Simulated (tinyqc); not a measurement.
Inside a calculation. Method: RHF in the 6-31g basis, for H2, spin multiplicity 1. Computed by tinyqc, a small Python program that keeps every step (integrals from PySCF). Settings: charge = 0, multiplicity = 1, basis = 6-31g, energy threshold = 1e-08, iteration cap = 79, orthogonalisation = symmetric, start = random, DIIS depth = 0, damping = 0.3, method = RHF. Command: `OMP_NUM_THREADS=1 python tinyqc.py 24970 24971 out.jsonl` (the two numbers bound the seeds that draw the settings). One thread of a shared host (Intel(R) Xeon(R) Processor @ 2.60GHz), about 0.07 s of CPU time with the checks. Later iterations appear only in the table of the cycle.

## One-electron integrals

Geometry (angstrom):
```
atom        x        y        z
H     0.00000  0.00000  0.00000
H     0.00000  0.00000  0.68600
```

Basis 6-31g: exponents (1/bohr^2) and contraction coefficients of normalised primitives:
```
element  l (shell)  exponent  coefficient
H            s (1)  18.73114      0.03349
H            s (1)   2.82539      0.23473
H            s (1)   0.64012      0.81376
H            s (2)   0.16128      1.00000
```

Overlap, kinetic and nuclear-attraction integrals over the contracted functions; the nuclear repulsion is the sum of Za Zb / Rab.

nuclear repulsion = 0.7713954 hartree

overlap S, order 1H 1s, 1H 2s, 2H 1s, 2H 2s:
$$\begin{pmatrix}
1.00000 & 0.65829 & 0.50477 & 0.52779 \\
0.65829 & 1.00000 & 0.52779 & 0.87327 \\
0.50477 & 0.52779 & 1.00000 & 0.65829 \\
0.52779 & 0.87327 & 0.65829 & 1.00000
\end{pmatrix}$$

kinetic energy T (hartree), order 1H 1s, 1H 2s, 2H 1s, 2H 2s:
$$\begin{pmatrix}
1.39568 & 0.25974 & 0.29669 & 0.17736 \\
0.25974 & 0.24192 & 0.17736 & 0.19217 \\
0.29669 & 0.17736 & 1.39568 & 0.25974 \\
0.17736 & 0.19217 & 0.25974 & 0.24192
\end{pmatrix}$$

nuclear attraction V (hartree), order 1H 1s, 1H 2s, 2H 1s, 2H 2s:
$$\begin{pmatrix}
-2.40506 & -1.20462 & -1.19155 & -0.99849 \\
-1.20462 & -1.18254 & -0.99849 & -1.07070 \\
-1.19155 & -0.99849 & -2.40506 & -1.20462 \\
-0.99849 & -1.07070 & -1.20462 & -1.18254
\end{pmatrix}$$

core Hamiltonian H = T + V (hartree), order 1H 1s, 1H 2s, 2H 1s, 2H 2s:
$$\begin{pmatrix}
-1.00938 & -0.94488 & -0.89486 & -0.82113 \\
-0.94488 & -0.94063 & -0.82113 & -0.87853 \\
-0.89486 & -0.82113 & -1.00938 & -0.94488 \\
-0.82113 & -0.87853 & -0.94488 & -0.94063
\end{pmatrix}$$

## Two-electron integrals

Functions are numbered as in S; the eight-fold symmetry (ij|kl) = (ji|kl) = (kl|ij) leaves the list below.

Two-electron integrals (ij|kl) in chemists' order, unique and non-zero (hartree):
```
(11|11) 1.07657   (21|11) 0.57847   (21|21) 0.32942   (22|11) 0.58740
(22|21) 0.36130   (22|22) 0.45315   (31|11) 0.46159   (31|21) 0.26115
(31|22) 0.28243   (31|31) 0.24846   (32|11) 0.37053   (32|21) 0.22305
(32|22) 0.26555   (32|31) 0.21796   (32|32) 0.21088   (33|11) 0.69744
(33|21) 0.42477   (33|22) 0.50898   (33|31) 0.46159   (33|32) 0.45793
(33|33) 1.07657   (41|11) 0.45793   (41|21) 0.26155   (41|22) 0.28820
(41|31) 0.21796   (41|32) 0.18940   (41|33) 0.37053   (41|41) 0.21088
(42|11) 0.49407   (42|21) 0.30532   (42|22) 0.38696   (42|31) 0.25571
(42|32) 0.24934   (42|33) 0.49407   (42|41) 0.24934   (42|42) 0.34557
(43|11) 0.42477   (43|21) 0.25985   (43|22) 0.31848   (43|31) 0.26115
(43|32) 0.26155   (43|33) 0.57847   (43|41) 0.22305   (43|42) 0.30532
(43|43) 0.32942   (44|11) 0.50898   (44|21) 0.31848   (44|22) 0.41534
(44|31) 0.28243   (44|32) 0.28820   (44|33) 0.58740   (44|41) 0.26555
(44|42) 0.38696   (44|43) 0.36130   (44|44) 0.45315
```

## Orthogonalisation

S = U s U^T; symmetric (Loewdin) form X = U s^(-1/2) U^T, so that X^T S X = 1.

eigenvalues of S: [0.08520, 0.48871, 0.53676, 2.88933]

X, order 1H 1s, 1H 2s, 2H 1s, 2H 2s:
$$\begin{pmatrix}
1.31425 & -0.50585 & -0.24024 & 0.08976 \\
-0.50585 & 2.09055 & 0.08976 & -1.14580 \\
-0.24024 & 0.08976 & 1.31425 & -0.50585 \\
0.08976 & -1.14580 & -0.50585 & 2.09055
\end{pmatrix}$$

## Starting guess

The start is random orthonormal orbitals; D = 2 C_occ C_occ^T.

D at the start, order 1H 1s, 1H 2s, 2H 1s, 2H 2s:
$$\begin{pmatrix}
0.93432 & -1.26394 & -1.24721 & 2.41115 \\
-1.26394 & 1.70984 & 1.68722 & -3.26178 \\
-1.24721 & 1.68722 & 1.66490 & -3.21862 \\
2.41115 & -3.26178 & -3.21862 & 6.22233
\end{pmatrix}$$

## Iteration 1: building the Fock matrix

J_ij = sum D_kl (ij|kl), K_ij = sum D_kl (ik|jl); F = H + J - 0.5 K; E = tr D H + tr D J / 2 - 0.25 tr D K + E_nn.

Coulomb J (hartree), order 1H 1s, 1H 2s, 2H 1s, 2H 2s:
$$\begin{pmatrix}
1.22591 & 0.71239 & 0.59739 & 0.57868 \\
0.71239 & 0.84894 & 0.56311 & 0.76798 \\
0.59739 & 0.56311 & 1.12931 & 0.69021 \\
0.57868 & 0.76798 & 0.69021 & 0.87665
\end{pmatrix}$$

exchange K (hartree), order 1H 1s, 1H 2s, 2H 1s, 2H 2s:
$$\begin{pmatrix}
0.66151 & 0.43214 & 0.12653 & 0.40691 \\
0.43214 & 0.35324 & 0.09329 & 0.37370 \\
0.12653 & 0.09329 & 0.10713 & 0.09764 \\
0.40691 & 0.37370 & 0.09764 & 0.43001
\end{pmatrix}$$

Fock matrix F (hartree), order 1H 1s, 1H 2s, 2H 1s, 2H 2s:
$$\begin{pmatrix}
-0.11423 & -0.44856 & -0.36073 & -0.44591 \\
-0.44856 & -0.26830 & -0.30467 & -0.29740 \\
-0.36073 & -0.30467 & 0.06637 & -0.30349 \\
-0.44591 & -0.29740 & -0.30349 & -0.27898
\end{pmatrix}$$

total energy of this density = 0.8598837 hartree

This density is the starting one.

## Iteration 1: diagonalisation and new density

Diagonalise F' = X^T F X, C = X C', fill 1 alpha and 1 beta electrons from the bottom; D = 2 C_occ C_occ^T; the new density keeps 0.3 of the old one (damping). Each column has its largest component positive (the first on a tie).

F' = X^T F X (hartree):
$$\begin{pmatrix}
0.42068 & -0.50225 & -0.34736 & -0.14910 \\
-0.50225 & 0.26985 & 0.01465 & -0.17836 \\
-0.34736 & 0.01465 & 0.53191 & -0.35538 \\
-0.14910 & -0.17836 & -0.35538 & 0.11569
\end{pmatrix}$$

orbital energies (hartree): MO1 -0.44669, MO2 0.17116, MO3 0.55956, MO4 1.05409

coefficients C, order 1H 1s, 1H 2s, 2H 1s, 2H 2s:
$$\begin{pmatrix}
0.41246 & -0.16555 & 0.57915 & -1.23125 \\
0.19594 & -1.78258 & -0.46841 & 1.58487 \\
0.14272 & 0.14420 & 0.94226 & 1.05826 \\
0.41659 & 1.83350 & -0.82781 & -1.31401
\end{pmatrix}$$

D after iteration 1, order 1H 1s, 1H 2s, 2H 1s, 2H 2s:
$$\begin{pmatrix}
0.51846 & -0.26604 & -0.29175 & 0.96390 \\
-0.26604 & 0.56670 & 0.54532 & -0.86425 \\
-0.29175 & 0.54532 & 0.52799 & -0.88235 \\
0.96390 & -0.86425 & -0.88235 & 2.10967
\end{pmatrix}$$

## Iteration 2: building the Fock matrix

As before.

Coulomb J (hartree), order 1H 1s, 1H 2s, 2H 1s, 2H 2s:
$$\begin{pmatrix}
1.43925 & 0.83433 & 0.71002 & 0.67876 \\
0.83433 & 0.96359 & 0.64910 & 0.85751 \\
0.71002 & 0.64910 & 1.30123 & 0.78389 \\
0.67876 & 0.85751 & 0.78389 & 0.95093
\end{pmatrix}$$

exchange K (hartree), order 1H 1s, 1H 2s, 2H 1s, 2H 2s:
$$\begin{pmatrix}
1.07470 & 0.81586 & 0.66036 & 0.75830 \\
0.81586 & 0.71492 & 0.58185 & 0.69604 \\
0.66036 & 0.58185 & 0.65637 & 0.59662 \\
0.75830 & 0.69604 & 0.59662 & 0.71074
\end{pmatrix}$$

Fock matrix F (hartree), order 1H 1s, 1H 2s, 2H 1s, 2H 2s:
$$\begin{pmatrix}
-0.10748 & -0.51848 & -0.51502 & -0.52152 \\
-0.51848 & -0.33450 & -0.46296 & -0.36904 \\
-0.51502 & -0.46296 & -0.03634 & -0.45930 \\
-0.52152 & -0.36904 & -0.45930 & -0.34507
\end{pmatrix}$$

total energy of this density = -0.3882776 hartree

This density is a damped mixture and is not idempotent.

## Iteration 2: diagonalisation and new density

As before.

F' = X^T F X (hartree):
$$\begin{pmatrix}
0.55624 & -0.56980 & -0.49889 & -0.12115 \\
-0.56980 & 0.28477 & -0.05468 & -0.20681 \\
-0.49889 & -0.05468 & 0.59585 & -0.50328 \\
-0.12115 & -0.20681 & -0.50328 & 0.20302
\end{pmatrix}$$

orbital energies (hartree): MO1 -0.57014, MO2 0.21608, MO3 0.67941, MO4 1.31453

coefficients C, order 1H 1s, 1H 2s, 2H 1s, 2H 2s:
$$\begin{pmatrix}
0.35870 & -0.15030 & 0.67003 & -1.20363 \\
0.22963 & -1.81829 & -0.62074 & 1.48423 \\
0.27307 & 0.11867 & 0.82913 & 1.12819 \\
0.32201 & 1.85025 & -0.72620 & -1.37576
\end{pmatrix}$$

D after iteration 2, order 1H 1s, 1H 2s, 2H 1s, 2H 2s:
$$\begin{pmatrix}
0.33567 & 0.03550 & 0.04960 & 0.45088 \\
0.03550 & 0.24383 & 0.25138 & -0.15576 \\
0.04960 & 0.25138 & 0.26279 & -0.14160 \\
0.45088 & -0.15576 & -0.14160 & 0.77806
\end{pmatrix}$$

## Iteration 3: building the Fock matrix

As before.

Coulomb J (hartree), order 1H 1s, 1H 2s, 2H 1s, 2H 2s:
$$\begin{pmatrix}
1.49579 & 0.87028 & 0.76055 & 0.71271 \\
0.87028 & 1.00090 & 0.69623 & 0.89424 \\
0.76055 & 0.69623 & 1.42073 & 0.84195 \\
0.71271 & 0.89424 & 0.84195 & 0.99118
\end{pmatrix}$$

exchange K (hartree), order 1H 1s, 1H 2s, 2H 1s, 2H 2s:
$$\begin{pmatrix}
1.15897 & 0.90972 & 0.86546 & 0.85627 \\
0.90972 & 0.81082 & 0.77811 & 0.79151 \\
0.86546 & 0.77811 & 0.95573 & 0.80981 \\
0.85627 & 0.79151 & 0.80981 & 0.80412
\end{pmatrix}$$

Fock matrix F (hartree), order 1H 1s, 1H 2s, 2H 1s, 2H 2s:
$$\begin{pmatrix}
-0.09308 & -0.52946 & -0.56704 & -0.53656 \\
-0.52946 & -0.34513 & -0.51396 & -0.38004 \\
-0.56704 & -0.51396 & -0.06652 & -0.50783 \\
-0.53656 & -0.38004 & -0.50783 & -0.35150
\end{pmatrix}$$

total energy of this density = -0.8853253 hartree

This density is a damped mixture and is not idempotent.

## Iteration 3: diagonalisation and new density

As before.

F' = X^T F X (hartree):
$$\begin{pmatrix}
0.61119 & -0.58318 & -0.55780 & -0.10695 \\
-0.58318 & 0.28734 & -0.08098 & -0.21047 \\
-0.55780 & -0.08098 & 0.62597 & -0.55804 \\
-0.10695 & -0.21047 & -0.55804 & 0.25087
\end{pmatrix}$$

orbital energies (hartree): MO1 -0.60523, MO2 0.23752, MO3 0.72392, MO4 1.41916

coefficients C, order 1H 1s, 1H 2s, 2H 1s, 2H 2s:
$$\begin{pmatrix}
0.34351 & -0.13070 & 0.71499 & -1.18433 \\
0.24364 & -1.84272 & -0.66566 & 1.43147 \\
0.31290 & 0.11314 & 0.77542 & 1.15626 \\
0.28631 & 1.85711 & -0.69399 & -1.39094
\end{pmatrix}$$

D after iteration 3, order 1H 1s, 1H 2s, 2H 1s, 2H 2s:
$$\begin{pmatrix}
0.26590 & 0.12782 & 0.16536 & 0.27295 \\
0.12782 & 0.15625 & 0.18214 & 0.05093 \\
0.16536 & 0.18214 & 0.21590 & 0.08294 \\
0.27295 & 0.05093 & 0.08294 & 0.34818
\end{pmatrix}$$

## Iteration 18 (converged): orbitals

converged F (hartree), order 1H 1s, 1H 2s, 2H 1s, 2H 2s:
$$\begin{pmatrix}
-0.07554 & -0.52526 & -0.59035 & -0.53483 \\
-0.52526 & -0.34039 & -0.53483 & -0.37383 \\
-0.59035 & -0.53483 & -0.07554 & -0.52526 \\
-0.53483 & -0.37383 & -0.52526 & -0.34039
\end{pmatrix}$$

Diagonalise F' = X^T F X, C = X C', fill 1 alpha and 1 beta electrons from the bottom; D = 2 C_occ C_occ^T. Each column has its largest component positive (the first on a tie).

F' = X^T F X (hartree):
$$\begin{pmatrix}
0.64694 & -0.58522 & -0.59123 & -0.09562 \\
-0.58522 & 0.28833 & -0.09562 & -0.20765 \\
-0.59123 & -0.09562 & 0.64694 & -0.58522 \\
-0.09562 & -0.20765 & -0.58522 & 0.28833
\end{pmatrix}$$

orbital energies (hartree): MO1 -0.61276, MO2 0.25273, MO3 0.74916, MO4 1.48143

coefficients C, order 1H 1s, 1H 2s, 2H 1s, 2H 2s:
$$\begin{pmatrix}
0.33578 & 0.11190 & 0.74200 & 1.17178 \\
0.25808 & 1.86204 & -0.68281 & -1.39540 \\
0.33578 & -0.11190 & 0.74200 & -1.17178 \\
0.25808 & -1.86204 & -0.68281 & 1.39540
\end{pmatrix}$$

D after iteration 18, order 1H 1s, 1H 2s, 2H 1s, 2H 2s:
$$\begin{pmatrix}
0.22550 & 0.17332 & 0.22550 & 0.17332 \\
0.17332 & 0.13321 & 0.17332 & 0.13321 \\
0.22550 & 0.17332 & 0.22550 & 0.17332 \\
0.17332 & 0.13321 & 0.17332 & 0.13321
\end{pmatrix}$$

## Convergence

Stop when the energy changes by less than 1e-08 hartree and every element of the error matrix X^T (F D S - S D F) X is below 3e-05.

Course of the cycle:
```
iteration  E (hartree)     change  largest element of the error matrix
1            0.8598837          -                             9.41e-01
2           -0.3882776  -1.25e+00                             4.97e-01
3           -0.8853253  -4.97e-01                             2.20e-01
4           -1.0508074  -1.65e-01                             9.11e-02
5           -1.1025885  -5.18e-02                             3.69e-02
6           -1.1184114  -1.58e-02                             1.49e-02
7           -1.1231994  -4.79e-03                             6.02e-03
8           -1.1246421  -1.44e-03                             2.45e-03
9           -1.1250759  -4.34e-04                             1.00e-03
10          -1.1252062  -1.30e-04                             4.17e-04
11          -1.1252454  -3.91e-05                             1.75e-04
12          -1.1252571  -1.17e-05                             7.47e-05
13          -1.1252606  -3.53e-06                             3.23e-05
14          -1.1252617  -1.06e-06                             1.45e-05
15          -1.1252620  -3.18e-07                             6.99e-06
16          -1.1252621  -9.53e-08                             3.39e-06
17          -1.1252621  -2.86e-08                             1.65e-06
18          -1.1252622  -8.58e-09                             8.03e-07
```

PySCF RHF in the same basis = -1.1252622 hartree

Converged in 18 iterations.

## Populations, bond orders and dipole

Mulliken: Z minus the diagonal of D S on the atom; Loewdin: the same with S^(1/2) D S^(1/2); Mayer order: 2 sum_s sum (D(s) S)_ij (D(s) S)_ji over the two atoms.

Charges (e):
```
atom   Mulliken    Loewdin
1H     7.75e-07   3.37e-07
2H    -7.75e-07  -3.37e-07
```

Mayer bond orders:
```
pair    order
2-1   1.00000
```

dipole moment about the origin, x y z (debye): [0.00000, 0.00000, 0.00000]
